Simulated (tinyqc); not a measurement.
Inside a calculation. Model: frequency dispersion of an accumulation capacitance by border traps, distributed model.

Computed by the program tinyqc: `OMP_NUM_THREADS=1 python tinyqc.py 2202119 2202120 out.jsonl`, one thread of a shared Intel Xeon 2.30GHz, about 0.4 s for the whole run. Printed values are rounded.

Traps spread evenly through the insulator exchange electrons with the semiconductor by tunnelling, with tau(x) = t0 exp(2 ka x) at depth x from the interface. The admittance per area Y seen at depth x obeys dY/dx = -Y^2/(i w eps0 eox) + q Nb ln(1 + i w tau)/tau, with Y(0) = i w Cs and w = 2 pi f; the gate sees Y(tox) = G + i w C. Working variable y = Y/(i w), in uF/cm^2. Cox = eps0 eox/tox.

Values chosen for this exercise; permittivity close to that of zirconium oxide: relative permittivity of the insulator eox = 21.2; insulator thickness tox = 6.4 nm; semiconductor capacitance in accumulation Cs = 1.6 uF/cm^2; density of border traps Nb = 3.9e18 cm^-3 eV^-1; decay constant of the wave function in the insulator ka = 3.5 1/nm; time constant of a trap at the interface t0 = 1e-11 s; frequency f = 1e6 Hz; depth down to which the steps are taken xe = 2.1 nm.

Constants: q = 1.602176634e-19 C, eps0 = 8.8541878128e-14 F/cm where lengths are in cm. Results are converted to the units shown.

## Scales and lumped estimate

Cox; trap-free value 1/(1/Cox + 1/Cs); response depth d = ln(1/(w t0))/(2 ka), where w tau = 1; lumped estimate: all traps within d act as C_bt = q Nb d placed at d/2, so C = 1/{1/[1/(1/Cs + d/(2 eps0 eox)) + C_bt] + (tox - d/2)/(eps0 eox)}.

Cox = 2.93295 uF/cm^2
trap-free C = 1.03525 uF/cm^2
d = 1.38215 nm
C_bt = 0.0863635 uF/cm^2
lumped C = 1.07507 uF/cm^2

The traps within reach amount to 0.0540 Cs and lie in the first 21.6 % of the insulator.

## Midpoint steps through the active depth

In terms of y: dy/dx = -y^2/(eps0 eox) + s(x), s = q Nb ln(1 + z)/z, z = i w tau. 11 midpoint steps of h = xe/11: y_half = y + (h/2) y'(x, y), y(new) = y + h y'(x + h/2, y_half).

```
point    x (nm)      s (uF/(cm^2 nm))       y (uF/cm^2)
0             0  0.0624849-0.0000020i  1.60000+0.00000i
1      0.190909  0.0624849-0.0000075i  1.58612+0.00000i
2      0.381818  0.0624849-0.0000284i  1.57268+0.00000i
3      0.572727  0.0624846-0.0001082i  1.55967-0.00001i
4      0.763636  0.0624813-0.0004115i  1.54706-0.00005i
5      0.954545  0.0624326-0.0015641i  1.53484-0.00020i
6       1.14545  0.0617433-0.0058532i  1.52296-0.00077i
7       1.33636  0.0540510-0.0182151i  1.51097-0.00281i
8       1.52727  0.0276795-0.0243777i  1.49600-0.00731i
9       1.71818  0.0087757-0.0140129i  1.47658-0.01079i
10      1.90909  0.0024154-0.0057642i  1.45560-0.01219i
11          2.1  0.0006423-0.0020635i  1.43460-0.01248i
```

## Capacitance and conductance at the gate

y at xe = 1.43460-0.01248i uF/cm^2

Beyond xe the traps are ignored, so 1/y(tox) = 1/y(xe) + (tox - xe)/(eps0 eox); C = Re y, G/w = -Im y, loss tangent G/(w C).

y at the gate = 1.07977-0.00707i uF/cm^2
C = 1.07977 uF/cm^2
G/w = 0.00707228 uF/cm^2
loss tangent = 0.00654980

A fine integration over the whole insulator gives C = 1.0798 and G/w = 0.007264 uF/cm^2; the coarse G/w is 2.6 % below that. The fine C is 4.3 % above the trap-free value, and the lumped estimate is 0.44 % below the fine result.
